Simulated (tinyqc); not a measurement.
Surface photovoltage measurement of the minority-carrier diffusion length in a wafer. From dn, finite wafer back to diffusion length L. Computed by tinyqc, a small Python program. Command: `OMP_NUM_THREADS=1 python tinyqc.py 3130356 3130357 out.jsonl spv inv`. One thread of a shared host (Intel(R) Xeon(R) Processor @ 2.30GHz), about 0.02 s of CPU time with the checks.

Low injection, steady light, a depletion layer much thinner than 1/alpha and L. The excess density dn is taken at the front edge of the neutral region; light that reaches the back is lost.

Inputs (values chosen for the exercise, modelled on p-type silicon at room temperature):
```
quantity,value,unit
wafer thickness W,525,micrometre
diffusivity D,25.6,cm^2/s
front recombination velocity S_f,21000,cm/s
back recombination velocity S_b,630,cm/s
photon flux entering,2.9e+11,1/(cm^2 s)
minority density at the surface barrier scale n_0,7.6e+09,1/cm^3
temperature T,298,K
wavelength,800,nm
```

Constants: k_B = 8.617333262e-05 eV/K.

Method:
- alpha = (84.732/lambda - 76.417)^2 per cm with lambda in micrometre (an empirical fit for silicon between 0.7 and 1.05 micrometre).
- Thick wafer: dn = Phi L/((S_f + D/L)(L + 1/alpha)). Finite wafer, with s = S_b L/D, w = W/L, a = alpha L: dn = [Phi a/(a^2 - 1)] [a - B - exp(-alpha W)(a - s)/(cosh w + s sinh w)]/(S_f + B D/L), B = (sinh w + s cosh w)/(cosh w + s sinh w).
- Photovoltage V = (k_B T/e) ln(1 + dn/n_0). Lifetime = L^2/D.

Problem. A run gave the result below. Find the diffusion length L, known to lie between 22 and 64 micrometre.

dn, finite wafer = 7.989203e+06 1/cm^3

Solution.

Each step takes the trial c = (a f_b - b f_a)/(f_b - f_a), f being the result less the target and a, b, c the logarithms of the listed values; c replaces end b, the old b replaces a if the sign of f changed, and otherwise f_a is halved.

Scan of the range:
```
diffusion length L (micrometre),"dn, finite wafer (1/cm^3)"
22.0,5.83675e+06
26.3,6.56646e+06
31.4,7.28224e+06
37.5,7.97698e+06
44.8,8.63937e+06
53.6,9.26433e+06
64.0,9.83409e+06
```

False position (Illinois rule, in the logarithm of the input) inside the bracket:
```
step,end a,end b,trial,"dn, finite wafer (1/cm^3)"
1,37.5000,44.8000,37.6233,7.98954e+06
2,37.5000,37.6233,37.6169,7.98888e+06
3,37.6233,37.6169,37.6200,7.98920e+06
```

dn, finite wafer rises at every point of a 13-point scan of the range (every second point is shown), so one value fits; it is bracketed by 37.5 and 44.8. Answer: diffusion length L = 37.62 micrometre.
